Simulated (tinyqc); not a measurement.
# Ballistic conductance of a ribbon with a Dirac band by counting modes: conductance against size

Subband edges E_n = hbar v pi |n + al|/W for all integers n (the walls mix the two valleys, so no further valley factor enters); only conduction subbands count, the valence ones being far below Ef. Every mode transmits fully; spin gives the factor 2 in 2 q^2/h.

G = (2 q^2/h) M; at zero temperature M counts the edges below Ef, at T it is the sum of degeneracy times f. The smooth (Sharvin) count is 2 Ef W/(pi hbar v). f = 1/(1 + exp((E_n - Ef)/Vt)).

Values chosen for this exercise:
- T = 4 K (temperature)
- v = 8.8e5 m/s (Dirac velocity)
- al = 0.25 (offset of the transverse quantisation)
- Ef = 0.173 eV (Fermi energy above the Dirac point)

Constants: q = 1.602176634e-19 C, kB = 1.380649e-23 J/K, hbar = 1.054571817e-34 J s, h = 6.62607015e-34 J s, Vt = kB T/q. Results are converted to the units shown.

Results:

| W (nm) | M at T = 0 | M at T | smooth count | G (uS) |
|---|---|---|---|---|
| 11.9 | 2 | 2.000 | 2.263 | 155.0 |
| 17.5 | 3 | 3.000 | 3.327 | 232.4 |
| 23.1 | 4 | 4.000 | 4.392 | 309.9 |
| 28.7 | 5 | 5.019 | 5.457 | 388.9 |
| 34.3 | 7 | 6.843 | 6.522 | 530.2 |
| 45.6 | 9 | 9.000 | 8.670 | 697.3 |
| 51.2 | 10 | 10.00 | 9.735 | 774.8 |
| 56.8 | 11 | 11.00 | 10.80 | 852.3 |
| 62.4 | 12 | 12.00 | 11.86 | 929.8 |
| 68 | 13 | 13.00 | 12.93 | 1007 |

Estimate the missing row, W = 40 nm.

Computed row:

| W (nm) | M at T = 0 | M at T | smooth count | G (uS) |
|---|---|---|---|---|
| 40 | 8 | 7.999 | 7.606 | 619.8 |

With this row back in the table: The integer count climbs from 2 to 13 in steps, and G from 155 to 1010 uS. In the last row M at T is 0.54 % above the smooth count. The largest gap between M at T and the integer count is 0.16.

Computed by the program tinyqc: `OMP_NUM_THREADS=1 python tinyqc.py 2740002 2740003 out.jsonl`, one thread of a shared Intel Xeon 2.30GHz, about 0.03 s for the whole run.
